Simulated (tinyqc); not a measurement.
Spin coating of a resist or spin-on film: centrifugal thinning, evaporation and the final thickness (Emslie and Meyerhofer models): one step, computed by the program tinyqc.

A Newtonian film stays uniform over the wafer; solvent and solids have the same density and the concentration is uniform through the thickness.

Task: Rates. omega = 2 pi f/60; nu(c) = nu_s + k c^gamma; evaporation rate e = e0 sqrt(f/1000 rpm). Flow constant K = 2 omega^2/(3 nu(c0)); Reynolds number of the air omega R^2/nu_air with nu_air = 15 mm^2/s.

Inputs (values chosen for the exercise, of the order of those of a polymer resist in an ester solvent):
```
quantity                                 value          unit
solids volume fraction c0                0.047             -
kinematic viscosity of the solvent nu_s      1        mm^2/s
viscosity constant k                      1200        mm^2/s
viscosity exponent gamma                   2.6             -
spin speed f                               800           rpm
evaporation rate at 1000 rpm e0          0.083  micrometre/s
wafer radius R                              50            mm
```

Give: omega; nu(c0); evaporation rate e; flow constant K; Reynolds number of the air.

Result:

omega = 83.78 1/s

nu(c0) = 1.423 mm^2/s

evaporation rate e = 0.07424 micrometre/s

flow constant K = 0.003287 1/(micrometre^2 s)

Reynolds number of the air = 13963
